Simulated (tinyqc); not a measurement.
# Threshold of a short bulk MOSFET: charge sharing, barrier lowering, narrow width: two studies

n-channel device on a p-type body, depletion approximation, full ionisation. Uniform doping N = Na. Vbi from Boltzmann statistics is rough for the degenerate source. Cox = eps0 eox/tox.

Inputs (values chosen for the exercise); band and dielectric values close to those of silicon: temperature T = 350 K; band gap Eg = 1.11 eV; relative permittivity eps_r = 11.7; conduction-band density of states at T Nc = 3.54e19 cm^-3; valence-band density of states at T Nv = 3.31e19 cm^-3; relative permittivity of the gate insulator (close to silicon dioxide) eox = 3.9; insulator thickness tox = 2.9 nm; channel doping Na = 3.7e17 cm^-3; source and drain doping Nsd = 1e20 cm^-3; flat-band voltage for the doping Na Vfb = -0.92 V; junction depth xj = 41 nm; body-source voltage Vbs = 0 V; drain-source voltage Vds = 1 V; gate width W = 220 nm; shape factor of the fringing depletion at the width edges xw = 0; channel length L = 230 nm.

Constants: q = 1.602176634e-19 C, kB = 1.380649e-23 J/K, Vt = kB T/q, eps0 = 8.8541878128e-14 F/cm where lengths are in cm. Results are converted to the units shown.

Each table varies one quantity; the others keep the values above.

## Threshold roll-off against channel length

ni = sqrt(Nc Nv) exp(-Eg/(2 Vt)), Eg in volts; 2 pB = 2 Vt ln(N/ni); flat band Vfb - Vt ln(N/Na); Wd = sqrt(2 eps0 eps_r (2 pB - Vbs)/(q N)); body term q N Wd/Cox; long-channel VT0 = flat band + 2 pB + body term; Vbi = Vt ln(N Nsd/ni^2); scale length l = sqrt((eps_r/eox) tox Wd). Charge sharing (trapezoid; it ignores Vds): F = (xj/L)(sqrt(1 + 2 Wd/xj) - 1), lowering = body term times F. Barrier lowering: th = exp(-L/(2 l)) + 2 exp(-L/l), lowering = th [2 (Vbi - 2 pB) + Vds], DIBL = th. Narrow width: rise = body term times xw Wd/W. VT by each model = VT0 - lowering + rise. DIBL under 0.001 mV/V is printed as 0.

The same in every row: N (cm^-3) = 3.700e17; VT0 (V) = 0.1862.

Threshold roll-off against channel length:
```
L (nm)    L/l        F  DIBL (mV/V)  VT, charge sharing (V)  VT, barrier lowering (V)
69      3.181   0.5392        286.9                 0.04098                   -0.1977
99      4.564   0.3758        122.9                 0.08497                   0.02172
140     6.454   0.2657        42.82                  0.1146                    0.1289
210     9.681   0.1772        8.027                  0.1385                    0.1754
300     13.83   0.1240       0.9946                  0.1528                    0.1848
430     19.82  0.08652      0.04960                  0.1629                    0.1861
620     28.58  0.06001            0                  0.1700                    0.1862
900     41.49  0.04134            0                  0.1750                    0.1862
1300    59.93  0.02862            0                  0.1785                    0.1862
```

VT by barrier lowering rises from -0.198 to 0.186 V and VT by charge sharing rises from 0.0410 to 0.178 V. DIBL is under 100 mV/V from L = 140 nm on among the rows (th = 0.1 at L/l = 4.92). For L = 69 F exceeds 0.5: the shares of source and drain overlap, and the trapezoid formula no longer holds. For L = 69 DIBL exceeds 250 mV/V, where the barrier formula is rough.

## Effect of the junction depth

Same model as above.

The same in every row: N (cm^-3) = 3.700e17; VT0 (V) = 0.1862; L/l = 10.60; DIBL (mV/V) = 5.033; VT, barrier lowering (V) = 0.1794.

Effect of the junction depth:
```
xj (nm)        F  VT, charge sharing (V)
5        0.08168                  0.1642
8.5      0.09996                  0.1592
14        0.1189                  0.1541
24        0.1405                  0.1483
41        0.1618                  0.1426
70        0.1812                  0.1374
120       0.1977                  0.1329
200       0.2098                  0.1297
```

Read the table: what changes, and by how much?

As xj goes from 5 to 200, VT0 stays at 0.186 V, DIBL stays at 5.03 mV/V, F rises from 0.0817 to 0.210 and VT by barrier lowering stays at 0.179 V. The junction depth enters only the charge-sharing model.

Numbers from tinyqc (`OMP_NUM_THREADS=1 python tinyqc.py 2002073 2002074 out.jsonl`; about 0.01 s on one thread of a shared Intel Xeon 2.30GHz).
